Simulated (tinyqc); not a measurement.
Frequency dispersion of an accumulation capacitance by border traps, distributed model: one step of the calculation.

Traps spread evenly through the insulator exchange electrons with the semiconductor by tunnelling, with tau(x) = t0 exp(2 ka x) at depth x from the interface. The admittance per area Y seen at depth x obeys dY/dx = -Y^2/(i w eps0 eox) + q Nb ln(1 + i w tau)/tau, with Y(0) = i w Cs and w = 2 pi f; the gate sees Y(tox) = G + i w C. Working variable y = Y/(i w), in uF/cm^2. Cox = eps0 eox/tox.

Question. Midpoint steps through the active depth. In terms of y: dy/dx = -y^2/(eps0 eox) + s(x), s = q Nb ln(1 + z)/z, z = i w tau. 10 midpoint steps of h = xe/10: y_half = y + (h/2) y'(x, y), y(new) = y + h y'(x + h/2, y_half).

Parameters, values chosen for the exercise; permittivity close to that of aluminium oxide:
```
symbol   value         unit                                               meaning
eox       8.75                             relative permittivity of the insulator
Cs         1.6      uF/cm^2             semiconductor capacitance in accumulation
Nb      9.2e19  cm^-3 eV^-1                               density of border traps
ka         4.7         1/nm  decay constant of the wave function in the insulator
t0        9e-9            s              time constant of a trap at the interface
f         1000           Hz                                             frequency
xe         1.6           nm               depth down to which the steps are taken
```

Constants: q = 1.602176634e-19 C, eps0 = 8.8541878128e-14 F/cm where lengths are in cm. Results are converted to the units shown.

Give: x; s; y.

Answer.

```
point,x (nm),s (uF/(cm^2 nm)),y (uF/cm^2)
0,0,1.4740+0.0000i,1.6000+0.0000i
1,0.16000,1.4740-0.0002i,1.7768+0.0000i
2,0.32000,1.4740-0.0008i,1.9410-0.0001i
3,0.48000,1.4740-0.0038i,2.0926-0.0004i
4,0.64000,1.4737-0.0171i,2.2316-0.0016i
5,0.80000,1.4687-0.0765i,2.3582-0.0071i
6,0.96000,1.3781-0.3126i,2.4695-0.0313i
7,1.1200,0.7877-0.5924i,2.5243-0.1072i
8,1.2800,0.2274-0.3501i,2.4645-0.1719i
9,1.4400,0.0533-0.1295i,2.3621-0.1879i
10,1.6000,0.0120-0.0403i,2.2568-0.1816i
```

Program tinyqc, `OMP_NUM_THREADS=1 python tinyqc.py 2202123 2202124 out.jsonl`; Intel Xeon 2.30GHz, shared host, one thread, about 0.4 s.
